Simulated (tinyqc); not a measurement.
Binding against carrier density: donor level screened by free carriers (Yukawa potential).

Screening wave number: Debye ks^2 = 4 pi q n/(eps kB T); Thomas-Fermi ks^2 = 6 pi q n/(eps EF) with EF = c (3 pi^2 n/gv)^(2/3)/m, c = hbar^2/2m0; the two are joined by 1/ks^2 = sqrt(1/ks_D^4 + 1/ks_TF^4). 1e18/cm^3 = 1e-6/angstrom^3, q = e^2/(4 pi eps0).

Potential -(q/(eps r)) exp(-ks r), q = e^2/(4 pi eps0). In units Ry* = Ry m/eps^2 and a* = a0 eps/m the problem is [-Laplacian - 2 exp(-x r)/r] psi = E psi with x = ks a*.

Converged values use 18 functions exp(-z r), z = 1.55^i, i = -11 to 6: S = 2/A^3, H = z_i z_j S - 2/(A + x)^2, A = z_i + z_j.

Constants: e^2/(4 pi eps0) = 14.39964547 eV angstrom; kB = 8.617333262e-05 eV/K; hbar^2/2m0 = 3.80998211 eV angstrom^2.

Values chosen for the exercise (near those of a donor in InP, with one mean mass; not measured data): m = 0.083 m0 (mass); eps = 12.3 (dielectric constant); gv = 1 (valleys); T = 400 K (temperature); nl = (0.0012, 0.004, 0.012, 0.04, 0.12, 0.4, 1.2) x 1e18/cm^3 (densities).

Ry* = 7.4643 meV
a* = 78.420 angstrom

x from the joined ks; converged 1s binding (dash: x above 1.17, at or past the limit 1.19 where the state unbinds).

Results:
```
n (1e18/cm^3)  EF/kB T  1/ks (angstrom)      x  binding (meV)  n^(1/3) a*
0.0012            0.01           1397.4  0.056           6.66       0.083
0.0040            0.03            765.4  0.102           6.05       0.124
0.012             0.07            442.1  0.177           5.13       0.180
0.040             0.15            242.6  0.323           3.63       0.268
0.12              0.31            141.2  0.555           1.85       0.387
0.40              0.69             80.3  0.976           0.19       0.578
1.2               1.44             52.0  1.508              -       0.833
```

What does the comparison show, and why?

The binding falls from 6.7 to 0.2 meV (bare value 7.5); it passes half the bare value between 0.012 and 0.04 x 1e18/cm^3. The level is unbound, or bound by less than 0.001 Ry*, from 1.2 x 1e18/cm^3 on; as the density rises, it is lost by the time n^(1/3) a* reaches 0.83. x grows with exponent 0.50 in n at the start and 0.40 at the end (1/2 for Debye, 1/6 for Thomas-Fermi screening). The level survives to n^(1/3) a* = 0.58, past the 0.26 of the Mott rule, which corresponds to x = 1 for one valley with degenerate screening; here the level lasts until x = 1.19, the screening is at most the degenerate value, and overlap of donors is left out.

Program tinyqc; command `OMP_NUM_THREADS=1 python tinyqc.py 1282017 1282018 out.jsonl`; about 0.01 s on one thread of a shared Intel(R) Xeon(R) Processor @ 2.30GHz.
